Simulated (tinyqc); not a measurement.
Low-temperature mobility of a two-dimensional electron gas with static screening: one step, computed by the program tinyqc.

One subband is filled, the gas is degenerate and scatters at the Fermi circle; one permittivity serves on both sides of the interface. All formulas are in SI units, masses times m_0. Piezoelectric and polar phonons are left out, and n_s is taken as set by a gate, independent of N_i.

Question. Fermi circle, screening and layer thickness. k_F = sqrt(2 pi n_s/g_v); E_F = hbar^2 k_F^2/(2 m); q_TF = g_v m e^2/(2 pi eps eps_0 hbar^2); Fang-Howard parameter b = [12 m_z e^2 (N_d + 11 n_s/32)/(eps eps_0 hbar^2)]^(1/3), mean depth 3/b; effective field F = e (N_d + n_s/2)/(eps eps_0).

Inputs (values chosen for the exercise, modelled on a strained silicon well):

| quantity | value | unit |
|---|---|---|
| in-plane mass m | 0.184 | m_0 |
| mass across the layer m_z | 0.953 | m_0 |
| permittivity eps | 11.5 | - |
| valley degeneracy g_v | 2 | - |
| sheet density n_s | 1.1e+12 | 1/cm^2 |
| depletion charge N_d | 8.6e+10 | 1/cm^2 |

Wave function: ideal sheet. Roughness spectrum: Gaussian.

Constants: m_0 = 9.1093837015e-31 kg; e = 1.602176634e-19 C; eps_0 = 8.8541878128e-12 F/m; hbar = 1.054571817e-34 J s.

Give: k_F; E_F; q_TF; b; mean depth; effective field F.

Answer.

k_F = 0.18590 1/nm

E_F = 7.1556 meV

q_TF = 1.2094 1/nm

b = 1.0310 1/nm

mean depth = 2.9097 nm

effective field F = 0.10007 MV/cm

q_TF/(2 k_F) = 3.25: screening is strong for back-scattering.
